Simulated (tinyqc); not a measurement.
# Undoped symmetric double-gate MOSFET, analytic potential model: effect of the body thickness

An undoped body of thickness ts between two equal insulators and tied gates; long channel, electrons only, n = ni exp((psi - V)/Vt) with V the quasi-Fermi potential (0 at the source, Vd at the drain), constant mobility, no quantisation. Across the body psi(x) = V - 2 Vt ln[(ts/(2 beta)) sqrt(q ni/(2 eps0 eps_r Vt)) cos(2 beta x/ts)], x from the centre. Q is the electron charge per area of the whole body.

ni = sqrt(Nc Nv) exp(-Eg/(2 Vt)), Eg in volts; r = eps_r tox/(eox ts); V0 = dphi + 2 Vt ln[(2/ts) sqrt(2 eps0 eps_r Vt/(q ni))]. beta (between 0 and pi/2) solves (Vg - V0 - V)/(2 Vt) = ln(beta) - ln(cos beta) + 2 r beta tan(beta). Q = 8 eps0 eps_r Vt beta tan(beta)/ts; I = mu (1/L)(4 eps0 eps_r/ts)(2 Vt)^2 [g(beta_s) - g(beta_d)] per width, g = beta tan(beta) - beta^2/2 + r beta^2 tan^2(beta), with beta_s at V = 0 and beta_d at V = Vd.  I(low) is taken at Vg = 0.33 V, Qs and I(high) at Vg = 1.08 V.

Values chosen for this exercise; material values close to those of silicon:
```
symbol    value        unit                                             meaning
T           400           K                                         temperature
Eg         1.12          eV                                            band gap
eps_r      11.6                      relative permittivity of the semiconductor
Nc      4.33e19       cm^-3              conduction-band density of states at T
Nv      4.08e19       cm^-3                 valence-band density of states at T
eox        25.6                     relative permittivity of the gate insulator
tox         8.7          nm                                 insulator thickness
dphi       0.19           V  gate work function less that of the intrinsic body
mu          100  cm^2/(V s)                                    channel mobility
L             1          um                                         gate length
Vd          0.3           V                                       drain voltage
```

Constants: q = 1.602176634e-19 C, kB = 1.380649e-23 J/K, Vt = kB T/q, eps0 = 8.8541878128e-14 F/cm where lengths are in cm. Results are converted to the units shown.

Result of one run:

| V0 (V) | I(low) (nA/um) | Qs(high) (nC/cm^2) | I(high) (uA/um) |
|---|---|---|---|
| 0.65362 | 0.098381 | 1644.2 | 30.975 |

Which body thickness ts gave this result: 8.3, 23, 32 or 45 nm?

ts = 8.3 nm.

The whole series:

| ts (nm) | V0 (V) | I(low) (nA/um) | Qs(high) (nC/cm^2) | I(high) (uA/um) |
|---|---|---|---|---|
| 8.3 | 0.65362 | 0.098381 | 1644.2 | 30.975 |
| 12 | 0.62821 | 0.14223 | 1649.0 | 31.248 |
| 16 | 0.60838 | 0.18962 | 1651.2 | 31.386 |
| 23 | 0.58336 | 0.27253 | 1652.9 | 31.495 |
| 32 | 0.56059 | 0.37907 | 1653.7 | 31.552 |
| 45 | 0.53709 | 0.53278 | 1654.1 | 31.586 |
| 62 | 0.51499 | 0.73340 | 1654.4 | 31.603 |

As ts goes from 8.3 to 62 nm, I(low) rises from 0.0984 to 0.733 nA/um and I(high) rises from 31.0 to 31.6 uA/um. On average I(low) goes as ts^(1.00) and I(high) goes as ts^(0.01). Below threshold the charge is proportional to the cross-section of the body; above it the insulator sets the charge. In every row the surface density at the source at the higher gate voltage passes 0.3 Nc, where Boltzmann statistics fail.

Numbers from tinyqc (`OMP_NUM_THREADS=1 python tinyqc.py 2440009 2440010 out.jsonl`; about 0.01 s on one thread of a shared Intel Xeon 2.30GHz).
